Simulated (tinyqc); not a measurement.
Inside a calculation. Method: plane-wave Kohn-Sham cycle with exchange-only LDA in a layered model solid. One step of it, computed by the program tinyqc.

Problem. Iteration 2: Hamiltonian at one k. H(m,m') = (k + G_m)^2/2 delta + V(G_m - G_m'), with V(-G) = V(G).

A solid whose potential varies along x alone (atomic units):

| parameter | value |
|---|---|
| period a | 10.900000 |
| cross-section of the cell | 12.000000 |
| electrons per cell | 4 |
| grid points | 16 |
| plane waves -n..n, n | 2 |
| k points | 2 |
| V1 in V1 cos(2 pi x/a) | -0.120000 |

V(G_m), m = 0, 1, 2, ... (hartree): -0.306017  0.107389  -0.004294  -0.000614  -0.000005

k = 0.250000 2 pi / a

Give: H.

Solution.

H (hartree), lower triangle:
```
         -2       -1       +0       +1      +2
-2   0.2028
-1   0.1074  -0.2126
+0  -0.0043   0.1074  -0.2956
+1  -0.0006  -0.0043   0.1074  -0.0464
+2   0.0000  -0.0006  -0.0043   0.1074  0.5351
```
